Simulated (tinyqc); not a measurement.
# Input admittance of a MOSFET at zero drain bias: distributed channel and distributed gate: two studies

Source and drain grounded, strong inversion, w = 2 pi f, Cox = eps0 eox/tox. The channel is an RC line of resistance 1/(mu Cox Vo) per square fed from both ends, so one finger has the intrinsic admittance y = i w Cox L tanh(g)/g per width, g = (1/2) sqrt(i w tau), tau = L^2/(mu Vo). The vertical resistance rv/L is in series with y, the overlaps 2 i w Cov in parallel: y_t = 1/(1/y + rv/L) + 2 i w Cov. The gate strip is a line of Rsh/L per length loaded by y_t, so a finger has Y = y_t Wf tanh(k)/k, k = (Wf/sd) sqrt(y_t Rsh/L); the device has Nf Y.

Values chosen for this exercise; values of the order met in silicon radio-frequency transistors: relative permittivity of the gate insulator (close to silicon dioxide) eox = 3.9; insulator thickness tox = 8 nm; channel length L = 1.1 um; finger width Wf = 5.1 um; number of fingers Nf = 16; channel mobility mu = 200 cm^2/(V s); gate overdrive Vo = 0.22 V; sheet resistance of the gate Rsh = 14 ohm/square; vertical resistivity of the gate stack rv = 1.5 ohm um^2; number of ends at which a finger is contacted sd = 1; overlap and fringe capacitance on each side Cov = 0.17 fF/um; frequency f = 0.79 GHz.

Constants: eps0 = 8.8541878128e-14 F/cm where lengths are in cm. Results are converted to the units shown.

Each table varies one quantity; the others keep the values above.

## Input impedance against frequency

Low-frequency limits, with c = Cox L and ct = c + 2 Cov: R_strip = Rsh Wf/(3 sd^2 L Nf), R_ch = (c/ct)^2 L/(12 mu Cox Vo Wf Nf), R_vert = (c/ct)^2 rv/(L Wf Nf), C = ct Wf Nf. Z = 1/(Nf Y) = R + 1/(i w C), Q = |Im Z|/R, far-point signal |1/cosh k|.

The same in every row: low-frequency R (ohm) = 52.87.

Result of one run:
```
f (GHz)	w tau	|k|	R (ohm)	C (fF)	Q	signal at the far point
1	1.728	0.1022	52.78	413.1	7.300	0.9993
```

What becomes of these results when the frequency f is changed from 1 to 3 GHz, all else the same?

Result of the changed run:
```
f (GHz)	w tau	|k|	R (ohm)	C (fF)	Q	signal at the far point
3	5.184	0.1685	52.04	397.1	2.567	0.9949
```

The whole series:
```
f (GHz)	w tau	|k|	R (ohm)	C (fF)	Q	signal at the far point
0.008	0.01382	0.009201	52.87	415.2	906.2	1.000
0.02	0.03456	0.01455	52.87	415.2	362.5	1.000
0.06	0.1037	0.02520	52.87	415.2	120.8	1.000
0.2	0.3456	0.04599	52.87	415.1	36.26	1.000
0.4	0.6912	0.06499	52.86	414.8	18.14	0.9999
1	1.728	0.1022	52.78	413.1	7.300	0.9993
3	5.184	0.1685	52.04	397.1	2.567	0.9949
9	15.55	0.2355	46.51	307.2	1.238	0.9830
20	34.56	0.2805	33.81	198.7	1.184	0.9754
```

R falls from 52.9 to 33.8 ohm and C falls from 415 to 199 fF. Q goes as f^(-1.00) between the first two rows and f^(-0.06) between the last two, where w tau = 34.6 and |k| = 0.281. The low-frequency limits hold both R and C within 5 % up to f = 3 GHz among the rows.

## Effect of the gate overdrive

Same model as above.

Result of one run:
```
Vo (V)	w tau	|k|	R (ohm)	low-frequency R (ohm)	C (fF)	Q	signal at the far point
0.5	0.6006	0.09136	24.03	24.03	414.9	20.21	0.9998
```

What becomes of these results when the gate overdrive Vo is changed from 0.5 to 0.8 V, all else the same?

Result of the changed run:
```
Vo (V)	w tau	|k|	R (ohm)	low-frequency R (ohm)	C (fF)	Q	signal at the far point
0.8	0.3754	0.09141	15.53	15.53	415.1	31.25	0.9999
```

The whole series:
```
Vo (V)	w tau	|k|	R (ohm)	low-frequency R (ohm)	C (fF)	Q	signal at the far point
0.2	1.502	0.09095	57.95	58.03	413.6	8.406	0.9995
0.35	0.8580	0.09128	33.73	33.74	414.7	14.40	0.9997
0.5	0.6006	0.09136	24.03	24.03	414.9	20.21	0.9998
0.65	0.4620	0.09139	18.80	18.80	415.0	25.82	0.9998
0.8	0.3754	0.09141	15.53	15.53	415.1	31.25	0.9999
0.95	0.3161	0.09141	13.29	13.29	415.1	36.51	0.9999
1.1	0.2730	0.09142	11.67	11.67	415.1	41.59	0.9999
1.25	0.2402	0.09142	10.43	10.43	415.1	46.52	0.9999
```

As Vo goes from 0.2 to 1.25, R falls from 57.9 to 10.4 ohm, C stays near 415 fF and Q rises from 8.41 to 46.5. Only the channel term depends on Vo.

Numbers from tinyqc (`OMP_NUM_THREADS=1 python tinyqc.py 2262231 2262232 out.jsonl`; about 0.01 s on one thread of a shared Intel Xeon 2.30GHz).
